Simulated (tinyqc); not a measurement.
Round or elliptic silicon nanowire with anisotropic valleys (Ritz method): one step. Stretching the ellipse. Two cases, with inputs chosen for the exercise.

Question. Scaling y by 1/sqrt(w_y) and z by 1/sqrt(w_z) makes the mass 1 and the semi-axes A = a/sqrt(w_y), B = b/sqrt(w_z). List them with the one-function estimate 3c (1/A^2 + 1/B^2) and the slender limit c (pi/2s)^2 (1 + 2s/(pi l)), s and l the smaller and larger of A, B; c = hbar^2/2m0.

Wire along x = [100] on a (001) wafer, y = [010], z = [001]. Valley groups, two valleys each (w = inverse masses): A, axis along z: w_y = 1/mt, w_z = 1/ml, m_x = mt; B, axis along y: w_y = 1/ml, w_z = 1/mt, m_x = mt; C, axis along x: w_y = w_z = 1/mt, m_x = ml.

Constants: hbar^2/2m0 = 3.80998211 eV angstrom^2.

Case 1.

Values chosen (near those of a Si nanowire; not measured data): ml = 0.909 m0 (longitudinal mass); mt = 0.193 m0 (transverse mass); a = 37 angstrom (semi-axis along y); b = 37 angstrom (semi-axis along z).

Case 2.

Values chosen (near those of a Si nanowire; not measured data): ml = 0.926 m0 (longitudinal mass); mt = 0.189 m0 (transverse mass); a = 39 angstrom (semi-axis along y); b = 28 angstrom (semi-axis along z).

Give: Groups.

Answer.

Case 1.

Groups:
```
group  g      A      B  axis ratio  one function (eV)  slender limit (eV)
A      2  16.25  35.28       2.170             0.0524              0.0460
B      2  35.28  16.25       2.170             0.0524              0.0460
C      2  16.25  16.25       1.000             0.0865              0.0582
```

Case 2.

Groups:
```
group  g      A      B  axis ratio  one function (eV)  slender limit (eV)
A      2  16.95  26.94       1.589             0.0555              0.0458
B      2  37.53  12.17       3.083             0.0853              0.0765
C      2  16.95  12.17       1.393             0.1169              0.0924
```

The one-function value suits axis ratios near 1 and the slender limit ratios well above 2.

Computed by tinyqc, one run a case: `OMP_NUM_THREADS=1 python tinyqc.py N N+1 out.jsonl` with N = 1250034, 1250572; one thread of a shared Intel(R) Xeon(R) Processor @ 2.30GHz, about 0.06 s a run at most.
